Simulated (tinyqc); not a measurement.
## Inductance and parasitic capacitance from two readings

Inverse problem. A loss-free coil L in parallel with C shows the apparent inductance L/(1 - w^2 L C), w = 2 pi f. Find L, C and the self-resonance 1/(2 pi sqrt(L C)).

apparent inductance at 3.1 and 5.7 GHz (nH): [1.9136363, 3.5883003]

Solution. The inverse of the reading is 1/L - w^2 C, a straight line in w^2.

L = 1.600 nH
C = 270.0 fF
self-resonance = 7.657 GHz

Program tinyqc, `OMP_NUM_THREADS=1 python tinyqc.py 2302121 2302122 out.jsonl`; Intel Xeon 2.30GHz, shared host, one thread, about 0.01 s.
